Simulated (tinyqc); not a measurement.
Carrier statistics of a doped semiconductor with parabolic bands: sweeps and comparisons. A value that a table varies takes the place of the one given here.

Eg(T) = Eg0 - al T^2/(T + be); m_de = Mv^(2/3) (ml mt^2)^(1/3); m_dh = (mhh^(3/2) + mlh^(3/2))^(2/3); Nc and Nv from N = 2 (m kB T/(4 pi c))^(3/2) with c = hbar^2/2m0, in 1/angstrom^3; times 1e24 for 1/cm^3.

Energies are counted from Ev, so Ec = Eg. n = Nc F_1/2((EF - Eg)/kT), p = Nv F_1/2(-EF/kT), ND+ = ND/(1 + 2 exp((EF - Eg + ED)/kT)), NA- = NA/(1 + 4 exp((EA - EF)/kT)); neutrality asks p + ND+ = n + NA-. F_j(eta) = (1/Gamma(j + 1)) integral_0^infinity x^j dx/(1 + exp(x - eta)), which tends to exp(eta) for eta << 0.

Constants: hbar^2/2m0 = 3.80998211 eV angstrom^2; kB = 8.617333262e-05 eV/K.

Parameters, chosen for this exercise (near those of GaN; not measured data):
- Eg0 = 3.541 eV (gap at 0 K)
- al = 0.000924 eV/K (Varshni alpha)
- be = 815 K (Varshni beta)
- ml = 0.204 m0 (longitudinal electron mass)
- mt = 0.204 m0 (transverse electron mass)
- Mv = 1 (equivalent valleys)
- mhh = 1.37 m0 (heavy-hole mass)
- mlh = 0.298 m0 (light-hole mass)
- ND = 1.2e+12 1/cm^3 (donors)
- NA = 2.2e+17 1/cm^3 (acceptors)
- ED = 0.0219 eV (donor level below Ec)
- EA = 0.176 eV (acceptor level above Ev)
- T = 350 K

## Temperature

Neutrality solved at each temperature; ni = sqrt(Nc Nv) exp(-Eg/2kT).

Carriers (1/cm^3):
```
T (K)  EF (eV)         n         p  majority / |ND - NA|        ni  Eg (eV)
30      0.1483    <1e-99  1.74e-07              7.92e-25    <1e-99   3.5400
50      0.1298    <1e-99  2.52e+05              1.14e-12    <1e-99   3.5383
77      0.1073    <1e-99  5.48e+11              2.49e-06  2.74e-98   3.5349
120     0.1155    <1e-99  1.58e+14              0.000716  2.24e-56   3.5268
200     0.1407  2.16e-67  6.87e+15                0.0312  3.85e-26   3.5046
300     0.1775  1.30e-37  4.61e+16                 0.210  7.74e-11   3.4664
450     0.2481  2.55e-17  1.36e+17                 0.616      1.86   3.3931
600     0.3366  7.48e-07  1.87e+17                 0.848  3.74e+05   3.3059
800     0.4709      93.1  2.08e+17                 0.947  4.41e+09   3.1748
1000    0.6149  9.27e+06  2.15e+17                 0.976  1.41e+12   3.0319
```

What does this show, and why?

Ionisation is incomplete: the majority density is below 90 % of the net doping at 30, 50, 77, 120, 200, 300, 450 and 600 K, down to a share of 7.9e-25. It is within 10 % of the net doping at 800 and 1000 K. The majority density never exceeds the net doping by 10 %; ni is 1.41e+12 1/cm^3 at 1000 K against a net doping of 2.20e+17. EF goes from 0.148 eV to 0.615 eV, where midgap is 1.516 eV and the intrinsic level (Boltzmann) 1.643 eV.

## Doping level

Only acceptors are present (ND = 0); eta is the distance of EF beyond the valence edge in units of kT.

Neutral state:
```
NA (1/cm^3)  EF (eV)  majority (1/cm^3)  ionised share     eta
1.0e+14       0.3992           9.98e+13          0.998  -13.24
1.0e+15       0.3304           9.77e+14          0.977  -10.95
1.0e+16       0.2658           8.31e+15          0.831   -8.81
1.0e+17       0.2138           4.66e+16          0.466   -7.09
1.0e+18       0.1726           1.83e+17          0.183   -5.72
3.0e+18       0.1547           3.30e+17          0.110   -5.13
1.0e+19       0.1357           6.18e+17          0.062   -4.50
3.0e+19       0.1187           1.08e+18          0.036   -3.94
```

What does this show?

The impurity level lies at 0.1760 eV. The ionised share falls from 0.998 to 0.036 as EF passes through it between 1e+17 and 1e+18 1/cm^3 (share 1/5 there); it is below one half from 1e+17 1/cm^3 on. Over the last two rows the doping grows threefold and the majority density by a factor 1.75. EF stays more than 3 kT from the majority band edge. Above roughly 3e+20 1/cm^3 (N^(1/3) a = 0.26, with the radius a = sqrt(c/(m E)) from the ionisation energy E and the mass mhh) the levels merge with the band and real ionisation is complete; sharp levels then overstate freeze-out.

## What each input does

Neutrality solved anew for each case. Each row changes one parameter from the base and keeps the others.

Results:
```
case                  EF (eV)  n (1/cm^3)  p (1/cm^3)
base                   0.1988    5.48e-29    7.65e+16
T = 370 K              0.2080    3.59e-26    8.92e+16
ND = 2.4e+12 1/cm^3    0.1988    5.48e-29    7.65e+16
NA = 2.86e+17 1/cm^3   0.1941    4.68e-29    8.95e+16
Eg0 = 3.591 eV         0.1988    1.04e-29    7.65e+16
mt = 0.2448 m0         0.1988    6.57e-29    7.65e+16
mhh = 1.644 m0         0.2035    6.39e-29    8.43e+16
EA = 0.264 eV          0.2379    2.00e-28    2.10e+16
```

How do the results move?

The largest shifts from the base row, up to three for each result and ties (the steps differ in size, so this ranks the rows, not the parameters). EF (eV): EA +0.0391, T +0.0091, NA -0.0047; unchanged at the printed digits by ND, Eg0 and mt. n (1/cm^3): T +3.59e-26, EA +1.45e-28, Eg0 -4.43e-29; unchanged at the printed digits by ND. p (1/cm^3): EA -5.55e+16, NA +1.30e+16, T +1.27e+16; unchanged at the printed digits by ND, Eg0 and mt.

Run: tinyqc, `OMP_NUM_THREADS=1 python tinyqc.py 1652216 1652217 out.jsonl`; Intel(R) Xeon(R) Processor @ 2.30GHz, one thread, shared host; about 0.01 s of CPU time with all checks.
